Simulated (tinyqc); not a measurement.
Two-band tight binding of a puckered layer, step by step. Values are carried at full precision from step to step, so a last printed digit may differ when a step is redone from the rounded ones.

With X = kx ax/2 and Y = ky ay/2: h = t2 + 2 cos(Y) (t1 exp(iX) + t3 exp(-iX)) + t5 exp(2iX), d = 4 t4 cos(X) cos(Y), H = [[d, h], [h*, d]], E = d -/+ |h|.

Constants: hbar^2/2m0 = 3.80998211 eV angstrom^2.

Values chosen for the exercise (near a published set for monolayer black phosphorus; not measured data): ax = 4.53 angstrom (period along x (armchair)); ay = 3.34 angstrom (period along y (zigzag)); t1 = -1.236 eV (along the zigzag); t2 = 3.673 eV (across the pucker); t3 = -0.222 eV (second in the sheet); t4 = -0.109 eV (same sublattice); t5 = -0.052 eV (far across); k = (0.31, 0.37) 1/angstrom (wave vector).

## One k point

Form X, Y, h, d and the levels.

X, Y (rad): 0.70215  0.61790

h = 1.8498-1.1189i eV
d = -0.2713 eV

levels (eV): -2.4332  1.8905

## Expansion about Gamma

h = h0 + i chi kx + gx kx^2 + gy ky^2 and d = 4 t4 + ex kx^2 + ey ky^2, with h0 = t2 + 2 t1 + 2 t3 + t5, chi = ax (t1 - t3 + t5), gx = -ax^2 ((t1 + t3)/4 + t5/2), gy = -ay^2 (t1 + t3)/4, ex = -t4 ax^2/2, ey = -t4 ay^2/2. The gap is 2 h0.

h0 = 0.7050 eV
gap = 1.4100 eV
chi = -4.8290 eV angstrom

gx, gy, ex, ey (eV angstrom^2): 8.0134  4.0662  1.1184  0.6080

## Masses

Electrons: c/(ex + gx + chi^2/(2 h0)) along x, c/(ey + gy) along y; holes: the same with -ex and -ey; c = hbar^2/2m0. The coefficients stand in the order gx, gy, ex, ey.

masses (m0):
```
               x       y
electron  0.1484  0.8151
hole      0.1626  1.1017
```

density-of-states mass sqrt(mx my) (m0): electron 0.3478, hole 0.4232

my/mx: electron 5.49, hole 6.78

Along x the term chi^2/(2 h0) = 16.54 eV angstrom^2 couples the bands and makes both carriers light; along y it is absent.

## Checks

- Electron mass along x against a finite difference of the band: both 0.1484.

Run: tinyqc, `OMP_NUM_THREADS=1 python tinyqc.py 1450670 1450671 out.jsonl`; Intel(R) Xeon(R) Processor @ 2.30GHz, one thread, shared host; about 0.01 s of CPU time with all checks.
